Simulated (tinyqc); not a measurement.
Worked calculation: donors with valley-orbit split 1s states. Values are carried at full precision from step to step, so a last printed digit may differ when a step is redone from the rounded ones.

Each donor binds at most one electron, in any of its states. For a site s, W_s = sum over its states of g exp(E/kT), and the ionised share is 1/(1 + W_s exp(eta)), eta = (EF - Ec)/kT; n = Nc F_1/2(eta); neutrality n + NA = ND x (mean ionised share); holes are neglected. Nc from N = 2 (m kB T/(4 pi c))^(3/2) with c = hbar^2/2m0, in 1/angstrom^3; times 1e24 for 1/cm^3, m = md. F_j(eta) = (1/Gamma(j + 1)) integral_0^infinity x^j dx/(1 + exp(x - eta)), which tends to exp(eta) for eta << 0.

Constants: hbar^2/2m0 = 3.80998211 eV angstrom^2; kB = 8.617333262e-05 eV/K.

Inputs chosen for the exercise (near those of Sb in Si; shifted at random, so the results belong to these values and not to a real crystal):

| symbol | value | unit | meaning |
|---|---|---|---|
| md | 1.035 | m0 | density-of-states mass of the conduction band |
| E | (42.6, 32.9, 30.4) | meV | binding energies of 1s(A1), 1s(T2), 1s(E) |
| g | (2, 6, 4) |  | their degeneracies with spin |
| T | 300 | K |  |
| ND | 5.8e+16 | 1/cm^3 | donors |
| NA | 1.4e+16 | 1/cm^3 | compensating acceptors, all ionised |
| mu0 | 69 | cm^2/(V s) | mobility at heavy doping |
| mu1 | 1394 | cm^2/(V s) | mobility at light doping and 300 K |
| Nr | 9.5e+16 | 1/cm^3 | reference doping |
| de | 0.72 |  | doping exponent |
| ga | 2.3 |  | temperature exponent |

## Partition sums of the neutral donor

Give each term g exp(E/kT), W_s, and the effective degeneracy W_s exp(-E_ground/kT).

Nc = 2.6423e+19 1/cm^3

terms: 1s(A1) 10.39, 1s(T2) 21.42, 1s(E) 12.96

W_s: donor 44.777

effective degeneracy: donor 8.618

The ground state alone would give 2 and all states together 12; here the excited states hold 77 % of the bound electrons.

## Neutrality

Solve for eta.

eta = -6.485
n = 4.03e+16 1/cm^3

ionised share: donor 0.936

n is 0.916 of ND - NA.

## Mobility and resistivity

Mobility (Caughey-Thomas form): mu = mu0 + (mu1 (T/300)^(-ga) - mu0)/(1 + ((ND + NA)/Nr)^de); rho = 1/(e n mu), e = 1.602176634e-19 C.

Compare with full ionisation, n = ND - NA.

mu = 797.4 cm^2/(V s)
rho = 0.194 ohm cm
rho at full ionisation = 0.178 ohm cm

Incomplete ionisation raises rho by a factor 1.09.

## Checks

- n at ND = 1e13 1/cm^3 against the root of n^2 = (Nc/W)(ND - n) (1/cm^3): both 1.000e+13.

Run: tinyqc, `OMP_NUM_THREADS=1 python tinyqc.py 1651323 1651324 out.jsonl`; Intel(R) Xeon(R) Processor @ 2.30GHz, one thread, shared host; about 0.01 s of CPU time with all checks.
